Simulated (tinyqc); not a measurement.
Hot electrons in a saturated n-channel MOSFET, lucky-electron model: two steps of the calculation.

Beyond pinch-off the lateral field grows as Esat cosh(y/l) over the velocity-saturated region (pseudo-two-dimensional model). Impact ionisation in this region gives the substrate current, which biases the body forward through Rsub. Currents are per width. Local-field laws: they overstate ionisation when the field peak is narrower than an energy relaxation length.

Values chosen for this exercise; values close to those of silicon n-channel devices:
- L = 0.35 um (channel length)
- tox = 8.9 nm (oxide thickness)
- xj = 96 nm (junction depth)
- VT = 0.68 V (threshold)
- mu = 400 cm^2/(V s) (effective mobility)
- vs = 7.3e6 cm/s (saturation velocity)
- Ai = 2e6 1/cm (ionisation prefactor)
- Bi = 1.83 MV/cm (ionisation field)
- Rd = 0 ohm um (resistance of the lightly doped drain)
- Rsub = 3600 ohm um (substrate resistance)
- kb = 0.42 (fall of VT per volt of forward body bias)
- Vd = 2.9 V (drain voltage)
- Vg = 1.9 V (gate voltage)

Constants: eps0 = 8.8541878128e-14 F/cm where lengths are in cm. Results are converted to the units shown.

Question 1. Length and field scales. Cox = 3.9 eps0/tox, l = sqrt(3 tox xj), Esat = 2 vs/mu.

Find: Cox; l; Esat; Esat L.

Answer 1.

Cox = 0.38799 uF/cm^2
l = 50.628 nm
Esat = 0.036500 MV/cm
Esat L = 1.2775 V

Question 2. Body bias from the substrate current. Cox = 3.9 eps0/tox. Overdrive g = Vg - VT + kb Vb; Vdsat = g Esat L/(g + Esat L); Id = Cox vs (g - Vdsat); dV = Vd - Id Rd - Vdsat; Em = sqrt((dV/l)^2 + Esat^2); Isub = Id (Ai/Bi) l Em exp(-Bi/Em). Vb(new) = Rsub Isub.

Vb at the start = 0 V
l = 50.628055 nm
Esat = 0.0365 MV/cm

Find: Vdsat; Id; dV; Em; Isub; Vb after iteration 1.

Answer 2.

Vdsat = 0.6240 V
Id = 168.8 uA/um
dV = 2.276 V
Em = 0.4510 MV/cm
Isub = 7.285 uA/um
Vb after iteration 1 = 0.02622 V

tinyqc, about 0.01 s, one thread, Intel Xeon 2.30GHz (shared host): `OMP_NUM_THREADS=1 python tinyqc.py 2550043 2550044 out.jsonl`
